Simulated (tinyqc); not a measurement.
RKS/BLYP in the sto-6g basis, for BeH+, spin multiplicity 1, step by step. One step of it, computed by the program tinyqc.

Task: Orthogonalisation. S = U s U^T; symmetric (Loewdin) form X = U s^(-1/2) U^T, so that X^T S X = 1.

overlap S, order 1Be 1s, 1Be 2s, 1Be 2px, 1Be 2py, 1Be 2pz, 2H 1s:
$$\begin{pmatrix}
1.000000 & 0.254764 & 0.000000 & 0.000000 & 0.000000 & 0.053183 \\
0.254764 & 1.000000 & 0.000000 & 0.000000 & 0.000000 & 0.406733 \\
0.000000 & 0.000000 & 1.000000 & 0.000000 & 0.000000 & 0.000000 \\
0.000000 & 0.000000 & 0.000000 & 1.000000 & 0.000000 & 0.000000 \\
0.000000 & 0.000000 & 0.000000 & 0.000000 & 1.000000 & 0.483803 \\
0.053183 & 0.406733 & 0.000000 & 0.000000 & 0.483803 & 1.000000
\end{pmatrix}$$

Give: eigenvalues of S; X.

Result:

eigenvalues of S: [0.357, 0.798, 1.000, 1.000, 1.174, 1.671]

X, order 1Be 1s, 1Be 2s, 1Be 2px, 1Be 2py, 1Be 2pz, 2H 1s:
$$\begin{pmatrix}
1.027 & -0.141 & 0.000 & 0.000 & -0.010 & 0.021 \\
-0.141 & 1.119 & 0.000 & 0.000 & 0.109 & -0.284 \\
0.000 & 0.000 & 1.000 & 0.000 & 0.000 & 0.000 \\
0.000 & 0.000 & 0.000 & 1.000 & 0.000 & 0.000 \\
-0.010 & 0.109 & 0.000 & 0.000 & 1.127 & -0.332 \\
0.021 & -0.284 & 0.000 & 0.000 & -0.332 & 1.217
\end{pmatrix}$$
